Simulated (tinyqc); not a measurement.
CIS and TDHF on RHF in the 6-31g basis, for H3+, spin multiplicity 1, step by step (part 1 of 2). Computed by tinyqc, a small Python program that keeps every step (integrals from PySCF). Settings: charge = 1, multiplicity = 1, basis = 6-31g, method = RHF, energy threshold = 1e-10, iteration cap = 68, orthogonalisation = canonical, start = atomic densities, DIIS depth = 6, TDHF = 1. Command: `OMP_NUM_THREADS=1 python tinyqc.py 30722 30723 out.jsonl` (the two numbers bound the seeds that draw the settings). One thread of a shared host (Intel(R) Xeon(R) Processor @ 2.60GHz), about 0.08 s of CPU time with the checks. Later iterations appear only in the table of the cycle.

## One-electron integrals

Geometry (angstrom):
```
atom       x       y       z
H     0.0000  0.0000  0.0000
H     0.0000  0.0000  1.0680
H     0.0000  0.9250  0.5340
```

Basis 6-31g: exponents (1/bohr^2) and contraction coefficients of normalised primitives:
```
element  l (shell)  exponent  coefficient
H            s (1)   18.7311       0.0335
H            s (1)    2.8254       0.2347
H            s (1)    0.6401       0.8138
H            s (2)    0.1613       1.0000
```

Overlap, kinetic and nuclear-attraction integrals over the contracted functions; the nuclear repulsion is the sum of Za Zb / Rab.

nuclear repulsion = 1.486385 hartree

overlap S, order 1H 1s, 1H 2s, 2H 1s, 2H 2s, 3H 1s, 3H 2s:
$$\begin{pmatrix}
1.0000 & 0.6583 & 0.2121 & 0.3854 & 0.2120 & 0.3854 \\
0.6583 & 1.0000 & 0.3854 & 0.7200 & 0.3854 & 0.7200 \\
0.2121 & 0.3854 & 1.0000 & 0.6583 & 0.2120 & 0.3854 \\
0.3854 & 0.7200 & 0.6583 & 1.0000 & 0.3854 & 0.7200 \\
0.2120 & 0.3854 & 0.2120 & 0.3854 & 1.0000 & 0.6583 \\
0.3854 & 0.7200 & 0.3854 & 0.7200 & 0.6583 & 1.0000
\end{pmatrix}$$

kinetic energy T (hartree), order 1H 1s, 1H 2s, 2H 1s, 2H 2s, 3H 1s, 3H 2s:
$$\begin{pmatrix}
1.3957 & 0.2597 & -0.0011 & 0.0975 & -0.0011 & 0.0975 \\
0.2597 & 0.2419 & 0.0975 & 0.1360 & 0.0975 & 0.1360 \\
-0.0011 & 0.0975 & 1.3957 & 0.2597 & -0.0011 & 0.0975 \\
0.0975 & 0.1360 & 0.2597 & 0.2419 & 0.0975 & 0.1360 \\
-0.0011 & 0.0975 & -0.0011 & 0.0975 & 1.3957 & 0.2597 \\
0.0975 & 0.1360 & 0.0975 & 0.1360 & 0.2597 & 0.2419
\end{pmatrix}$$

nuclear attraction V (hartree), order 1H 1s, 1H 2s, 2H 1s, 2H 2s, 3H 1s, 3H 2s:
$$\begin{pmatrix}
-2.6434 & -1.3885 & -0.5187 & -0.8450 & -0.5186 & -0.8449 \\
-1.3885 & -1.5277 & -0.8450 & -1.1769 & -0.8449 & -1.1769 \\
-0.5187 & -0.8450 & -2.6434 & -1.3885 & -0.5186 & -0.8449 \\
-0.8450 & -1.1769 & -1.3885 & -1.5277 & -0.8449 & -1.1769 \\
-0.5186 & -0.8449 & -0.5186 & -0.8449 & -2.6433 & -1.3885 \\
-0.8449 & -1.1769 & -0.8449 & -1.1769 & -1.3885 & -1.5277
\end{pmatrix}$$

core Hamiltonian H = T + V (hartree), order 1H 1s, 1H 2s, 2H 1s, 2H 2s, 3H 1s, 3H 2s:
$$\begin{pmatrix}
-1.2477 & -1.1288 & -0.5198 & -0.7475 & -0.5197 & -0.7474 \\
-1.1288 & -1.2858 & -0.7475 & -1.0409 & -0.7474 & -1.0408 \\
-0.5198 & -0.7475 & -1.2477 & -1.1288 & -0.5197 & -0.7474 \\
-0.7475 & -1.0409 & -1.1288 & -1.2858 & -0.7474 & -1.0408 \\
-0.5197 & -0.7474 & -0.5197 & -0.7474 & -1.2476 & -1.1287 \\
-0.7474 & -1.0408 & -0.7474 & -1.0408 & -1.1287 & -1.2858
\end{pmatrix}$$

## Two-electron integrals

Functions are numbered as in S; the eight-fold symmetry (ij|kl) = (ji|kl) = (kl|ij) leaves the list below.

Two-electron integrals (ij|kl) in chemists' order, unique and non-zero (hartree):
```
(11|11) 1.0766   (21|11) 0.5785   (21|21) 0.3294   (22|11) 0.5874
(22|21) 0.3613   (22|22) 0.4532   (31|11) 0.1673   (31|21) 0.0981
(31|22) 0.1122   (31|31) 0.0416   (32|11) 0.2150   (32|21) 0.1347
(32|22) 0.1734   (32|31) 0.0628   (32|32) 0.1118   (33|11) 0.4895
(33|21) 0.3154   (33|22) 0.4272   (33|31) 0.1673   (33|32) 0.3285
(33|33) 1.0766   (41|11) 0.3285   (41|21) 0.1884   (41|22) 0.2089
(41|31) 0.0628   (41|32) 0.0888   (41|33) 0.2150   (41|41) 0.1118
(42|11) 0.3869   (42|21) 0.2406   (42|22) 0.3093   (42|31) 0.0879
(42|32) 0.1472   (42|33) 0.3869   (42|41) 0.1472   (42|42) 0.2349
(43|11) 0.3154   (43|21) 0.2018   (43|22) 0.2721   (43|31) 0.0981
(43|32) 0.1884   (43|33) 0.5785   (43|41) 0.1347   (43|42) 0.2406
(43|43) 0.3294   (44|11) 0.4272   (44|21) 0.2721   (44|22) 0.3708
(44|31) 0.1122   (44|32) 0.2089   (44|33) 0.5874   (44|41) 0.1734
(44|42) 0.3093   (44|43) 0.3613   (44|44) 0.4532   (51|11) 0.1672
(51|21) 0.0981   (51|22) 0.1122   (51|31) 0.0337   (51|32) 0.0485
(51|33) 0.1163   (51|41) 0.0592   (51|42) 0.0806   (51|43) 0.0737
(51|44) 0.0960   (51|51) 0.0416   (52|11) 0.2150   (52|21) 0.1347
(52|22) 0.1734   (52|31) 0.0485   (52|32) 0.0786   (52|33) 0.1967
(52|41) 0.0828   (52|42) 0.1304   (52|43) 0.1248   (52|44) 0.1652
(52|51) 0.0628   (52|52) 0.1118   (53|11) 0.1163   (53|21) 0.0737
(53|22) 0.0960   (53|31) 0.0337   (53|32) 0.0592   (53|33) 0.1672
(53|41) 0.0485   (53|42) 0.0806   (53|43) 0.0981   (53|44) 0.1122
(53|51) 0.0337   (53|52) 0.0592   (53|53) 0.0416   (54|11) 0.1967
(54|21) 0.1248   (54|22) 0.1652   (54|31) 0.0485   (54|32) 0.0828
(54|33) 0.2150   (54|41) 0.0786   (54|42) 0.1304   (54|43) 0.1347
(54|44) 0.1734   (54|51) 0.0592   (54|52) 0.1098   (54|53) 0.0628
(54|54) 0.1118   (55|11) 0.4894   (55|21) 0.3154   (55|22) 0.4272
(55|31) 0.1163   (55|32) 0.1967   (55|33) 0.4894   (55|41) 0.1967
(55|42) 0.3301   (55|43) 0.3154   (55|44) 0.4272   (55|51) 0.1672
(55|52) 0.3284   (55|53) 0.1672   (55|54) 0.3284   (55|55) 1.0766
(61|11) 0.3284   (61|21) 0.1884   (61|22) 0.2089   (61|31) 0.0592
(61|32) 0.0828   (61|33) 0.1967   (61|41) 0.1098   (61|42) 0.1431
(61|43) 0.1249   (61|44) 0.1652   (61|51) 0.0628   (61|52) 0.0888
(61|53) 0.0485   (61|54) 0.0828   (61|55) 0.2150   (61|61) 0.1118
(62|11) 0.3869   (62|21) 0.2406   (62|22) 0.3093   (62|31) 0.0807
(62|32) 0.1304   (62|33) 0.3301   (62|41) 0.1431   (62|42) 0.2227
(62|43) 0.2089   (62|44) 0.2798   (62|51) 0.0878   (62|52) 0.1472
(62|53) 0.0806   (62|54) 0.1431   (62|55) 0.3869   (62|61) 0.1472
(62|62) 0.2349   (63|11) 0.1967   (63|21) 0.1249   (63|22) 0.1652
(63|31) 0.0592   (63|32) 0.1098   (63|33) 0.3284   (63|41) 0.0828
(63|42) 0.1431   (63|43) 0.1884   (63|44) 0.2089   (63|51) 0.0485
(63|52) 0.0828   (63|53) 0.0628   (63|54) 0.0888   (63|55) 0.2150
(63|61) 0.0786   (63|62) 0.1304   (63|63) 0.1118   (64|11) 0.3301
(64|21) 0.2089   (64|22) 0.2798   (64|31) 0.0807   (64|32) 0.1431
(64|33) 0.3869   (64|41) 0.1304   (64|42) 0.2227   (64|43) 0.2406
(64|44) 0.3093   (64|51) 0.0806   (64|52) 0.1431   (64|53) 0.0878
(64|54) 0.1472   (64|55) 0.3869   (64|61) 0.1304   (64|62) 0.2227
(64|63) 0.1472   (64|64) 0.2349   (65|11) 0.3154   (65|21) 0.2017
(65|22) 0.2721   (65|31) 0.0737   (65|32) 0.1249   (65|33) 0.3154
(65|41) 0.1249   (65|42) 0.2089   (65|43) 0.2017   (65|44) 0.2721
(65|51) 0.0981   (65|52) 0.1884   (65|53) 0.0981   (65|54) 0.1884
(65|55) 0.5785   (65|61) 0.1347   (65|62) 0.2406   (65|63) 0.1347
(65|64) 0.2406   (65|65) 0.3294   (66|11) 0.4272   (66|21) 0.2721
(66|22) 0.3708   (66|31) 0.0960   (66|32) 0.1653   (66|33) 0.4272
(66|41) 0.1653   (66|42) 0.2798   (66|43) 0.2721   (66|44) 0.3708
(66|51) 0.1122   (66|52) 0.2089   (66|53) 0.1122   (66|54) 0.2089
(66|55) 0.5874   (66|61) 0.1734   (66|62) 0.3093   (66|63) 0.1734
(66|64) 0.3093   (66|65) 0.3613   (66|66) 0.4532
```

## Orthogonalisation

S = U s U^T; canonical form X = U s^(-1/2), so that X^T S X = 1. Each column of U has its largest component positive (the first on a tie).

eigenvalues of S: [0.1612, 0.1612, 0.4153, 0.9067, 0.9068, 3.4488]

X, order 1H 1s, 1H 2s, 2H 1s, 2H 2s, 3H 1s, 3H 2s:
$$\begin{pmatrix}
-0.7030 & 0.4059 & 0.7319 & 0.6809 & -0.3931 & 0.1793 \\
1.6149 & -0.9323 & -0.5166 & 0.2964 & -0.1711 & 0.2540 \\
0.7030 & 0.4059 & 0.7319 & -0.6809 & -0.3931 & 0.1793 \\
-1.6149 & -0.9323 & -0.5166 & -0.2964 & -0.1711 & 0.2540 \\
0.0000 & -0.8118 & 0.7319 & 0.0000 & 0.7862 & 0.1793 \\
0.0000 & 1.8646 & -0.5166 & 0.0000 & 0.3423 & 0.2540
\end{pmatrix}$$

## Starting guess

The start is atomic minimal-basis densities projected into this basis (PySCF's MINAO start) and scaled to the electron count of each spin; this density is not idempotent, so its energy is not variational and may lie below the converged one.

D at the start, order 1H 1s, 1H 2s, 2H 1s, 2H 2s, 3H 1s, 3H 2s:
$$\begin{pmatrix}
0.1812 & 0.1967 & -0.0055 & 0.0011 & -0.0055 & 0.0011 \\
0.1967 & 0.2141 & 0.0011 & 0.0091 & 0.0011 & 0.0091 \\
-0.0055 & 0.0011 & 0.1812 & 0.1967 & -0.0055 & 0.0011 \\
0.0011 & 0.0091 & 0.1967 & 0.2141 & 0.0011 & 0.0091 \\
-0.0055 & 0.0011 & -0.0055 & 0.0011 & 0.1812 & 0.1967 \\
0.0011 & 0.0091 & 0.0011 & 0.0091 & 0.1967 & 0.2141
\end{pmatrix}$$

## Iteration 1: building the Fock matrix

J_ij = sum D_kl (ij|kl), K_ij = sum D_kl (ik|jl); F = H + J - 0.5 K; E = tr D H + tr D J / 2 - 0.25 tr D K + E_nn.

Coulomb J (hartree), order 1H 1s, 1H 2s, 2H 1s, 2H 2s, 3H 1s, 3H 2s:
$$\begin{pmatrix}
1.1751 & 0.7128 & 0.2605 & 0.4345 & 0.2605 & 0.4345 \\
0.7128 & 0.8884 & 0.4345 & 0.6753 & 0.4345 & 0.6752 \\
0.2605 & 0.4345 & 1.1751 & 0.7128 & 0.2605 & 0.4345 \\
0.4345 & 0.6753 & 0.7128 & 0.8884 & 0.4345 & 0.6752 \\
0.2605 & 0.4345 & 0.2605 & 0.4345 & 1.1751 & 0.7128 \\
0.4345 & 0.6752 & 0.4345 & 0.6752 & 0.7128 & 0.8884
\end{pmatrix}$$

exchange K (hartree), order 1H 1s, 1H 2s, 2H 1s, 2H 2s, 3H 1s, 3H 2s:
$$\begin{pmatrix}
0.6124 & 0.5267 & 0.2870 & 0.4060 & 0.2869 & 0.4060 \\
0.5267 & 0.5696 & 0.4060 & 0.5144 & 0.4060 & 0.5144 \\
0.2870 & 0.4060 & 0.6124 & 0.5267 & 0.2869 & 0.4060 \\
0.4060 & 0.5144 & 0.5267 & 0.5696 & 0.4060 & 0.5144 \\
0.2869 & 0.4060 & 0.2869 & 0.4060 & 0.6124 & 0.5267 \\
0.4060 & 0.5144 & 0.4060 & 0.5144 & 0.5267 & 0.5695
\end{pmatrix}$$

Fock matrix F (hartree), order 1H 1s, 1H 2s, 2H 1s, 2H 2s, 3H 1s, 3H 2s:
$$\begin{pmatrix}
-0.3788 & -0.6793 & -0.4028 & -0.5159 & -0.4027 & -0.5159 \\
-0.6793 & -0.6822 & -0.5159 & -0.6228 & -0.5159 & -0.6228 \\
-0.4028 & -0.5159 & -0.3788 & -0.6793 & -0.4027 & -0.5159 \\
-0.5159 & -0.6228 & -0.6793 & -0.6822 & -0.5159 & -0.6228 \\
-0.4027 & -0.5159 & -0.4027 & -0.5159 & -0.3787 & -0.6793 \\
-0.5159 & -0.6228 & -0.5159 & -0.6228 & -0.6793 & -0.6822
\end{pmatrix}$$

total energy of this density = -0.692811 hartree

This density is the starting one; it is not idempotent, so its energy is not variational and may lie below the converged one.

## Iteration 1: diagonalisation and new density

Diagonalise F' = X^T F X, C = X C', fill 1 alpha and 1 beta electrons from the bottom; D = 2 C_occ C_occ^T. Each column has its largest component positive (the first on a tie).

F' = X^T F X (hartree):
$$\begin{pmatrix}
0.4559 & 0.0000 & 0.0000 & -0.3709 & 0.0000 & 0.0000 \\
0.0000 & 0.4559 & 0.0000 & 0.0000 & -0.3709 & 0.0000 \\
0.0000 & 0.0000 & 0.4353 & 0.0000 & 0.0000 & -0.1861 \\
-0.3709 & 0.0000 & 0.0000 & -0.1200 & 0.0000 & 0.0000 \\
0.0000 & -0.3709 & 0.0000 & 0.0000 & -0.1201 & 0.0000 \\
0.0000 & 0.0000 & -0.1861 & 0.0000 & 0.0000 & -0.9548
\end{pmatrix}$$

orbital energies (hartree): MO1 -0.9792, MO2 -0.3017, MO3 -0.3016, MO4 0.4598, MO5 0.6375, MO6 0.6375

coefficients C, order 1H 1s, 1H 2s, 2H 1s, 2H 2s, 3H 1s, 3H 2s:
$$\begin{pmatrix}
0.2732 & -0.1746 & 0.3023 & 0.7023 & 0.5373 & -0.9308 \\
0.1844 & -0.5636 & 0.9764 & -0.5454 & -0.7620 & 1.3200 \\
0.2732 & -0.1746 & -0.3023 & 0.7023 & 0.5373 & 0.9308 \\
0.1844 & -0.5636 & -0.9764 & -0.5454 & -0.7620 & -1.3200 \\
0.2732 & 0.3491 & 0.0000 & 0.7022 & -1.0749 & 0.0000 \\
0.1844 & 1.1273 & 0.0000 & -0.5452 & 1.5242 & 0.0000
\end{pmatrix}$$

D after iteration 1, order 1H 1s, 1H 2s, 2H 1s, 2H 2s, 3H 1s, 3H 2s:
$$\begin{pmatrix}
0.1493 & 0.1008 & 0.1493 & 0.1008 & 0.1493 & 0.1008 \\
0.1008 & 0.0680 & 0.1008 & 0.0680 & 0.1008 & 0.0680 \\
0.1493 & 0.1008 & 0.1493 & 0.1008 & 0.1493 & 0.1008 \\
0.1008 & 0.0680 & 0.1008 & 0.0680 & 0.1008 & 0.0680 \\
0.1493 & 0.1008 & 0.1493 & 0.1008 & 0.1493 & 0.1008 \\
0.1008 & 0.0680 & 0.1008 & 0.0680 & 0.1008 & 0.0680
\end{pmatrix}$$

## Iteration 5 (converged): orbitals

converged F (hartree), order 1H 1s, 1H 2s, 2H 1s, 2H 2s, 3H 1s, 3H 2s:
$$\begin{pmatrix}
-0.3725 & -0.7119 & -0.4807 & -0.5777 & -0.4807 & -0.5777 \\
-0.7119 & -0.7174 & -0.5777 & -0.6717 & -0.5777 & -0.6717 \\
-0.4807 & -0.5777 & -0.3725 & -0.7119 & -0.4807 & -0.5777 \\
-0.5777 & -0.6717 & -0.7119 & -0.7174 & -0.5777 & -0.6717 \\
-0.4807 & -0.5777 & -0.4807 & -0.5777 & -0.3725 & -0.7119 \\
-0.5777 & -0.6717 & -0.5777 & -0.6717 & -0.7119 & -0.7174
\end{pmatrix}$$

As before.

F' = X^T F X (hartree):
$$\begin{pmatrix}
0.4779 & 0.0000 & 0.0000 & -0.3865 & 0.0000 & 0.0000 \\
0.0000 & 0.4779 & 0.0000 & 0.0000 & -0.3864 & 0.0000 \\
0.0000 & 0.0000 & 0.4428 & 0.0000 & 0.0000 & -0.2364 \\
-0.3865 & 0.0000 & 0.0000 & -0.0161 & 0.0000 & 0.0000 \\
0.0000 & -0.3864 & 0.0000 & 0.0000 & -0.0161 & 0.0000 \\
0.0000 & 0.0000 & -0.2364 & 0.0000 & 0.0000 & -1.0376
\end{pmatrix}$$

orbital energies (hartree): MO1 -1.0745, MO2 -0.2277, MO3 -0.2277, MO4 0.4796, MO5 0.6895, MO6 0.6896

coefficients C, order 1H 1s, 1H 2s, 2H 1s, 2H 2s, 3H 1s, 3H 2s:
$$\begin{pmatrix}
0.2898 & -0.1498 & 0.2595 & 0.6956 & 0.5448 & -0.9437 \\
0.1714 & -0.5979 & 1.0357 & -0.5496 & -0.7355 & 1.2740 \\
0.2898 & -0.1498 & -0.2595 & 0.6956 & 0.5448 & 0.9437 \\
0.1714 & -0.5979 & -1.0357 & -0.5496 & -0.7355 & -1.2740 \\
0.2898 & 0.2996 & 0.0000 & 0.6955 & -1.0897 & 0.0000 \\
0.1714 & 1.1958 & 0.0000 & -0.5495 & 1.4710 & 0.0000
\end{pmatrix}$$

D after iteration 5, order 1H 1s, 1H 2s, 2H 1s, 2H 2s, 3H 1s, 3H 2s:
$$\begin{pmatrix}
0.1680 & 0.0994 & 0.1680 & 0.0994 & 0.1680 & 0.0994 \\
0.0994 & 0.0588 & 0.0994 & 0.0588 & 0.0994 & 0.0588 \\
0.1680 & 0.0994 & 0.1680 & 0.0994 & 0.1680 & 0.0994 \\
0.0994 & 0.0588 & 0.0994 & 0.0588 & 0.0994 & 0.0588 \\
0.1680 & 0.0994 & 0.1680 & 0.0994 & 0.1680 & 0.0994 \\
0.0994 & 0.0588 & 0.0994 & 0.0588 & 0.0994 & 0.0588
\end{pmatrix}$$

## Convergence

Stop when the energy changes by less than 1e-10 hartree and every element of the error matrix X^T (F D S - S D F) X is below 3e-06.

Course of the cycle:
```
iteration  E (hartree)     change  largest element of the error matrix
1            -0.692811          -                             1.94e-01
2            -1.241913  -5.49e-01                             6.17e-02
3            -1.243376  -1.46e-03                             2.76e-03
4            -1.243379  -2.93e-06                             3.30e-06
5            -1.243379  -3.84e-12                             9.59e-07
```

PySCF RHF in the same basis = -1.243379 hartree

Converged in 5 iterations.

## Populations, bond orders and dipole

Mulliken: Z minus the diagonal of D S on the atom; Loewdin: the same with S^(1/2) D S^(1/2); Mayer order: 2 sum_s sum (D(s) S)_ij (D(s) S)_ji over the two atoms.

Charges (e):
```
atom  Mulliken  Loewdin
1H      0.3333   0.3333
2H      0.3333   0.3333
3H      0.3334   0.3334
```

Mayer bond orders:
```
pair   order
2-1   0.4445
3-1   0.4444
3-2   0.4444
```

dipole moment about the origin, x y z (debye): [0.0000, 1.4812, 2.5649]

## Integrals over molecular orbitals

(pq|rs) = sum C_ip C_jq C_kr C_ls (ij|kl), one index at a time.

one-electron integrals over orbitals h = C^T H C (hartree):
$$\begin{pmatrix}
-1.6553 & 0.0000 & 0.0000 & -0.1164 & 0.0000 & 0.0000 \\
0.0000 & -1.0334 & 0.0000 & 0.0000 & 0.2033 & 0.0000 \\
0.0000 & 0.0000 & -1.0333 & 0.0000 & 0.0000 & 0.2033 \\
-0.1164 & 0.0000 & 0.0000 & -0.3534 & 0.0000 & 0.0000 \\
0.0000 & 0.2033 & 0.0000 & 0.0000 & -0.2579 & 0.0000 \\
0.0000 & 0.0000 & 0.2033 & 0.0000 & 0.0000 & -0.2579
\end{pmatrix}$$

Two-electron integrals over orbitals (pq|rs), unique and non-zero (hartree):
```
(11|11) 0.5809      (21|11) -8.84e-06   (21|21) 0.1007      (22|11) 0.4531
(22|21) 0.0490      (22|22) 0.4330      (31|31) 0.1006      (32|31) -0.0490
(32|32) 0.0379      (33|11) 0.4531      (33|21) -0.0490     (33|22) 0.3572
(33|33) 0.4330      (41|11) 0.1164      (41|21) -5.27e-06   (41|22) 0.0613
(41|33) 0.0613      (41|41) 0.0637      (42|11) -7.52e-06   (42|21) 0.0044
(42|22) 0.0018      (42|33) -0.0018     (42|41) -5.64e-06   (42|42) 0.0322
(43|31) 0.0044      (43|32) -0.0018     (43|43) 0.0322      (44|11) 0.4484
(44|21) -1.26e-05   (44|22) 0.3773      (44|33) 0.3773      (44|41) 0.0666
(44|42) -3.59e-06   (44|44) 0.3816      (51|11) 1.96e-06    (51|21) -0.0705
(51|22) -0.0365     (51|33) 0.0365      (51|41) 3.51e-06    (51|42) -0.0340
(51|44) 5.58e-06    (51|51) 0.0820      (52|11) -0.1369     (52|21) -0.0366
(52|22) -0.0941     (52|33) -0.0642     (52|41) -0.0632     (52|42) -0.0168
(52|44) -0.0817     (52|51) 0.0409      (52|52) 0.0965      (53|31) 0.0366
(53|32) -0.0149     (53|43) 0.0168      (53|53) 0.0256      (54|11) 7.29e-06
(54|21) -0.0918     (54|22) -0.0462     (54|33) 0.0462      (54|41) 5.16e-06
(54|42) -0.0095     (54|44) 1.19e-05    (54|51) 0.0737      (54|52) 0.0381
(54|54) 0.0986      (55|11) 0.5148      (55|21) 0.0709      (55|22) 0.4602
(55|33) 0.3769      (55|41) 0.1069      (55|42) 0.0196      (55|44) 0.4177
(55|51) -0.0691     (55|52) -0.1549     (55|54) -0.0763     (55|55) 0.5551
(61|31) -0.0705     (61|32) 0.0365      (61|43) -0.0340     (61|53) -0.0409
(61|61) 0.0821      (62|31) 0.0366      (62|32) -0.0149     (62|43) 0.0168
(62|53) 0.0241      (62|61) -0.0409     (62|62) 0.0256      (63|11) -0.1369
(63|21) 0.0366      (63|22) -0.0642     (63|33) -0.0941     (63|41) -0.0632
(63|42) 0.0168      (63|44) -0.0817     (63|51) -0.0409     (63|52) 0.0468
(63|54) -0.0381     (63|55) -0.0896     (63|63) 0.0965      (64|31) -0.0918
(64|32) 0.0462      (64|43) -0.0095     (64|53) -0.0381     (64|61) 0.0737
(64|62) -0.0381     (64|64) 0.0986      (65|31) -0.0709     (65|32) 0.0417
(65|43) -0.0196     (65|53) -0.0326     (65|61) 0.0691      (65|62) -0.0326
(65|64) 0.0763      (65|65) 0.0683      (66|11) 0.5148      (66|21) -0.0709
(66|22) 0.3769      (66|33) 0.4602      (66|41) 0.1069      (66|42) -0.0196
(66|44) 0.4177      (66|51) 0.0691      (66|52) -0.0896     (66|54) 0.0763
(66|55) 0.4184      (66|63) -0.1549     (66|66) 0.5551
```

## CIS matrix, singlets

A(ia,jb) = (e_a - e_i) d_ij d_ab + 2 (ia|jb) - (ij|ab).

CIS matrix A, singlet (hartree), order 1>2, 1>3, 1>4, 1>5, 1>6:
$$\begin{pmatrix}
0.5949 & 0.0000 & 0.0000 & -0.0041 & 0.0000 \\
0.0000 & 0.5949 & 0.0000 & 0.0000 & -0.0041 \\
0.0000 & 0.0000 & 1.2331 & 0.0000 & 0.0000 \\
-0.0041 & 0.0000 & 0.0000 & 1.4133 & 0.0000 \\
0.0000 & -0.0041 & 0.0000 & 0.0000 & 1.4134
\end{pmatrix}$$

## CIS singlet states

dipole integrals <i|r|a> (bohr), order 1>2, 1>3, 1>4, 1>5, 1>6:
$$\begin{pmatrix}
0.0000 & 1.0598 & 0.0000 \\
0.0000 & 0.0000 & -1.0597 \\
0.0000 & 0.0000 & 0.0000 \\
0.0000 & -0.0439 & 0.0000 \\
0.0000 & 0.0000 & 0.0439
\end{pmatrix}$$

Diagonalise A (1 hartree = 27.211386 eV); each vector has its largest component positive (the first on a tie). The transition dipole is mu = sqrt2 sum c_ia <i|r|a>.

singlet excitation energies (eV): [16.1869, 16.1875, 33.5535, 38.4591, 38.4603]

lowest vectors, order 1>2, 1>3, 1>4, 1>5, 1>6:
$$\begin{pmatrix}
1.0000 & 0.0000 & 0.0000 & -0.0050 & 0.0000 \\
0.0000 & 1.0000 & 0.0000 & 0.0000 & -0.0050 \\
0.0000 & 0.0000 & 1.0000 & 0.0000 & 0.0000 \\
0.0050 & 0.0000 & 0.0000 & 1.0000 & 0.0000 \\
0.0000 & 0.0050 & 0.0000 & 0.0000 & 1.0000
\end{pmatrix}$$

oscillator strengths 2/3 w |mu|^2: [0.8904, 0.8904, 0.0000, 0.0046, 0.0046]

Within a degenerate level the vectors are fixed only up to a rotation; this is one choice.

## TDHF (RPA) singlet states

B(ia,jb) = 2 (ia|jb) - (ib|ja); the squared energies are the eigenvalues of (A - B)(A + B); 1 hartree = 27.211386 eV.

TDHF matrix B, singlet (hartree), order 1>2, 1>3, 1>4, 1>5, 1>6:
$$\begin{pmatrix}
0.1007 & 0.0000 & 0.0000 & -0.0705 & 0.0000 \\
0.0000 & 0.1006 & 0.0000 & 0.0000 & -0.0705 \\
0.0000 & 0.0000 & 0.0637 & 0.0000 & 0.0000 \\
-0.0705 & 0.0000 & 0.0000 & 0.0820 & 0.0000 \\
0.0000 & -0.0705 & 0.0000 & 0.0000 & 0.0821
\end{pmatrix}$$

squared energies w^2 (hartree^2): [0.3408, 0.3408, 1.5164, 1.9838, 1.9839]

TDHF energies from the positive w^2 (eV): [15.8858, 15.8865, 33.5087, 38.3265, 38.3276]

## CIS matrix, triplets

A(ia,jb) = (e_a - e_i) d_ij d_ab - (ij|ab).

CIS matrix A, triplet (hartree), order 1>2, 1>3, 1>4, 1>5, 1>6:
$$\begin{pmatrix}
0.3936 & 0.0000 & 0.0000 & 0.1369 & 0.0000 \\
0.0000 & 0.3936 & 0.0000 & 0.0000 & 0.1369 \\
0.0000 & 0.0000 & 1.1057 & 0.0000 & 0.0000 \\
0.1369 & 0.0000 & 0.0000 & 1.2492 & 0.0000 \\
0.0000 & 0.1369 & 0.0000 & 0.0000 & 1.2493
\end{pmatrix}$$
